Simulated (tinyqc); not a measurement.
Inside a calculation. Model: transistor under a ferroelectric capacitor (negative capacitance), static model.

Program tinyqc, `OMP_NUM_THREADS=1 python tinyqc.py 2860016 2860017 out.jsonl`; Intel Xeon 2.30GHz, shared host, one thread, about 0.01 s. Printed values are rounded.

A ferroelectric film of thickness tf lies between the gate and an inner metal at potential v, which drives an ordinary transistor. One domain, P = Q (background permittivity neglected): Vg = v + tf (2 al Q + 4 be Q^3), al = -3 sqrt(3) Ec/(4 Pr), be = 3 sqrt(3) Ec/(8 Pr^3). Gate charge Q(v) = Qi + Cp v with the channel charge Qi = Cox n Vt ln(1 + exp((v - VT)/(n Vt))). Q in uC/cm^2, E in kV/cm; 1 nm times 1 kV/cm is 1e-4 V. Domains, leakage and the switching time are left out.

Values chosen for this exercise; Pr and Ec close to those of hafnium oxide based films:

| symbol | value | unit | meaning |
|---|---|---|---|
| T | 300 | K | temperature |
| Pr | 24 | uC/cm^2 | remanent polarisation |
| Ec | 800 | kV/cm | coercive field |
| Cox | 4 | uF/cm^2 | capacitance of the inner oxide |
| Cp | 0.33 | uF/cm^2 | overlap capacitance per gate area |
| VT | 0.27 | V | threshold of the inner transistor |
| n | 1.31 |  | subthreshold factor of the inner transistor |
| tf | 22 | nm | ferroelectric thickness |
| Vg | 0.59 | V | gate voltage |

Constants: q = 1.602176634e-19 C, kB = 1.380649e-23 J/K, Vt = kB T/q. Results are converted to the units shown.

## Landau coefficients and capacitance at zero charge

al = -3 sqrt(3) Ec/(4 Pr), be = 3 sqrt(3) Ec/(8 Pr^3); C_FE(0) = 1/(2 al tf); far below threshold the gain is 1/(1 + 2 al tf Cp) near Q = 0 and the swing n Vt ln 10/gain.

al = -43.3013 kV cm/uC
be = 0.0375879 kV cm^5/uC^3
C_FE(0) = -5.24864 uF/cm^2
gain near Q = 0 = 1.06709
swing = 73.0768 mV/decade

The swing is still above Vt ln 10 = 59.5 mV a decade; without the film it is 78.0.

## Gate voltage against inner potential

v, point 0 to 8 (V): 0  0.125  0.25  0.375  0.5  0.625  0.75  0.875  1

Q(v) and Vg(v) as above. C = dQ/dv = Cox/(1 + exp(-(v - VT)/(n Vt))) + Cp; dVg/dv = 1 + C tf (2 al + 12 be Q^2); gain = dv/dVg.

```
point  Q (uC/cm^2)  C (uF/cm^2)     Vg (V)    dVg/dv
0          0.00005     0.331379  -0.000009  0.936864
1          0.04311     0.384530   0.116787  0.926738
2          0.14222      1.75602   0.222905  0.665468
3          0.54972      4.15764   0.270320  0.209109
4          1.08515      4.32551   0.293673  0.180934
5          1.62625      4.32989   0.316580  0.186409
6          2.16750      4.33000   0.340404  0.195211
7          2.70875      4.33000   0.365488  0.206551
8          3.25000      4.33000   0.392147  0.220409
```

dVg/dv is positive at all listed points; its smallest value, 0.181, means a gain of 5.53. Minimising dVg/dv over v puts the thickness at which the fold first appears at 26.9 nm.

## Iteration 1: inner potential by Newton steps

v at the start = 0.59 V

f = v + tf (2 al Q + 4 be Q^3) - Vg, f' = 1 + C tf (2 al + 12 be Q^2) with C = Cox/(1 + exp(-(v - VT)/(n Vt))) + Cp; v(new) = v - f/f'.

Q = 1.47471 uC/cm^2
f = -0.279909 V
f' = 0.184428
v after iteration 1 = 2.10772 V

## Iteration 2: inner potential by Newton steps

As before.

Q = 8.04641 uC/cm^2
f = 0.156989 V
f' = 0.453216
v after iteration 2 = 1.76133 V

## Course of the iteration: inner potential by Newton steps

Stop when v changes by less than 1e-10 V, or after 30 iterations.

Course of the iteration:
```
iteration    v (V)  |change| (V)
1          2.10772          1.52
2          1.76133         0.346
3          1.71442        0.0469
4          1.71366       7.62e-4
5          1.71366       1.97e-7
6          1.71366       < 1e-12
```

Converged in 6 iterations. At the end the number of correct digits about doubles with each step. There dVg/dv = 0.348, a gain of 2.88.
